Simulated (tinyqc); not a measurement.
Non-radiative capture by multiphonon emission, one effective mode. The energy-gap law. Computed by tinyqc, a small Python program. Command: `OMP_NUM_THREADS=1 python tinyqc.py 3021903 3021904 out.jsonl capture sweep`. One thread of a shared host (Intel(R) Xeon(R) Processor @ 2.30GHz), about 0.04 s of CPU time with the checks.

The initial state (free carrier plus empty centre) lies dE above the final state; both have the same frequency and are displaced by dQ.

Inputs (values chosen for the exercise, with mass, screening and phonons like those of GaP):
```
quantity                    value                   unit
phonon energy hbar omega     49.9                    meV
Huang-Rhys factor S          3.22                      -
electron-phonon coupling W  0.043  eV/(u^(1/2) angstrom)
cell volume V                1820             angstrom^3
degeneracy g                    4                      -
broadening b                   33                    meV
carrier mass m              0.789                    m_0
dielectric constant eps      11.1                      -
temperature T                 300                      K
defect density N_t          2e+13                  cm^-3
```

Centre: attractive.

Constants: hbar^2/u = 4.18015928e-03 eV angstrom^2; k_B = 8.617333262e-05 eV/K; hbar = 6.582119569e-16 eV s; Ry = 13.605693123 eV; k_B = 1.380649e-23 J/K; m_0 = 9.1093837015e-31 kg.

Method:
- dQ = sqrt(2 S (hbar^2/u)/hbar omega); relaxation energy lambda = S hbar omega; phonons needed P = dE/hbar omega; classical barrier E_b = (dE - lambda)^2/(4 lambda); occupation n = 1/(exp(hbar omega/k_B T) - 1).
- Huang-Rhys weight for a net emission of p phonons: L_p = exp(-S (2n + 1)) ((n + 1)/n)^(p/2) I_p(2 S sqrt(n (n + 1))), I_p the modified Bessel function.
- M_p = sum_m w_m <m_i|Q|(m + p)_f>^2 with Q counted from the final minimum and Boltzmann weights w_m for m = 0..24; <m_i|Q|k_f> = sqrt((hbar^2/u)/(2 hbar omega)) [sqrt(k) <m|k-1> + sqrt(k+1) <m|k+1>], with overlaps of oscillators displaced by d = sqrt(2 S) summed on 1500 points from -16 to 16 + d.
- The delta function is a Gaussian of standard deviation b at dE - p hbar omega.
- C_0 = V (2 pi/hbar) g W^2 sum_p M_p Gaussian_p. The sum runs over the seven p from round(P) - 3 to round(P) + 3; 1 angstrom^3 = 1e-24 cm^3.
- Sommerfeld factor of an attractive centre: s(k) = 2 pi nu/(1 - exp(-2 pi nu)), nu = sqrt(Ry*/E), Ry* = Ry m/eps^2, averaged over (2/sqrt(pi)) sqrt(x) exp(-x) dx with x = E/k_B T = t^2 (trapezoid, t to 6 in steps of 0.01).
- C = s C_0; v = sqrt(3 k_B T/m); sigma = C/v; tau = 1/(C N_t).

One run for each value:
```
energy released dE (eV)  capture coefficient C (cm^3/s)  classical barrier E_b (eV)      P
0.351                                         1.692e-06                       0.056   7.03
0.448                                         5.059e-07                       0.128   8.98
0.545                                         9.828e-08                       0.230  10.92
0.641                                         1.362e-08                       0.359  12.85
0.738                                         1.360e-09                       0.519  14.79
0.835                                         1.037e-10                       0.707  16.73
0.931                                         6.423e-12                       0.923  18.66
1.030                                         2.927e-13                       1.176  20.64
1.120                                         1.482e-14                       1.432  22.44
```

Over the rows, capture coefficient C (cm^3/s) falls from 1.69e-6 to 1.48e-14 (exponent d ln y / d ln x -4.9 between the first rows and -36 between the last); classical barrier E_b (eV) rises from 0.0564 to 1.43 (exponent d ln y / d ln x 3.4 between the first rows and 2.4 between the last); P rises from 7.03 to 22.4 (exponent d ln y / d ln x about 1.0 throughout). ln C changes by -1.65 for each added phonon at the high end, nearly the same as in the rows before: the near-exponential fall of the energy-gap law.

Caution (all rows): the effective Bohr radius is under 10 angstrom, so the effective-mass Sommerfeld factor is rough. Caution (rows 0.351): so large a cross-section lies beyond first-order perturbation theory; cascade capture or carrier supply would limit it. Caution (rows 0.641, 0.738, 0.835, 0.931, 1.03): the largest term is not the one nearest energy conservation, so C_0 depends strongly on the broadening b.

Extremes, crossings and ranges named in words are read from the listed rows.
